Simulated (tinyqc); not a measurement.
# Short-channel transistor, virtual-source model with series resistance: effect of the apparent mobility on the on and off currents

The current per gate width is the charge at the top of the source barrier (the virtual source) times its velocity times a saturation function; al and be are fitting constants of the model. Units: I in uA/um, Rs in ohm um, so I Rs = 1e-6 I Rs in volts; Q in uC/cm^2, so I = 1e-4 Q vx0 Fsat with vx0 in cm/s.

Intrinsic voltages Vg' = Vgs - I Rs, Vd' = Vds - 2 I Rs. n = n0 + nd Vd', VT = VT0 - dl Vd', Ff = 1/(1 + exp((Vg' - VT + al Vt/2)/(al Vt))), Q = Cinv n Vt ln(1 + exp((Vg' - VT + al Vt Ff)/(n Vt))), Vdsat = (vx0 L/mu)(1 - Ff) + Vt Ff, Fsat = u/(1 + u^be)^(1/be) with u = Vd'/Vdsat, and I = Q vx0 Fsat per width. I is solved self-consistently. Ion is I at Vgs = Vds = 0.5 V, Ioff at Vgs = 0, Vds = 0.5 V, and Rlin = Vds/I at Vgs = 0.5 V, Vds = 0.05 V.

Parameters, values chosen for the exercise:
- T = 300 K (temperature)
- Cinv = 1.73 uF/cm^2 (inversion capacitance)
- vx0 = 1.4e7 cm/s (velocity at the virtual source)
- L = 45 nm (channel length)
- VT0 = 0.339 V (threshold at zero drain voltage)
- dl = 0.157 V/V (drain-induced barrier lowering)
- n0 = 1.36 (subthreshold factor)
- nd = 0.2 1/V (growth of n with drain voltage)
- al = 3.5 (threshold shift (in units of Vt) from weak to strong inversion)
- be = 1.8 (sharpness of saturation)
- Rs = 150 ohm um (series resistance of each contact)

Constants: q = 1.602176634e-19 C, kB = 1.380649e-23 J/K, Vt = kB T/q. Results are converted to the units shown.

Effect of the apparent mobility on the on and off currents:
```
mu (cm^2/(V s)),Ion (uA/um),Ioff (nA/um),log10(Ion/Ioff),Rlin (ohm um)
50,175.8,780.3,2.353,3036
85,243.3,799.3,2.483,1928
140,304.4,807.6,2.576,1306
240,354.4,811.9,2.640,902.7
410,383.4,813.9,2.673,666.4
700,397.3,814.9,2.688,525.5
1200,403.3,815.4,2.694,440.0
2000,405.6,815.7,2.697,390.3
```

As mu goes from 50 to 2000 cm^2/(V s), Ion rises from 176 to 406 uA/um, Ioff rises from 780 to 816 nA/um and Rlin falls from 3040 to 390 ohm um. Ion changes by a factor of 2.31 and Ioff by 1.05.

Computed by the program tinyqc: `OMP_NUM_THREADS=1 python tinyqc.py 2380057 2380058 out.jsonl`, one thread of a shared Intel Xeon 2.30GHz, about 0.01 s for the whole run.
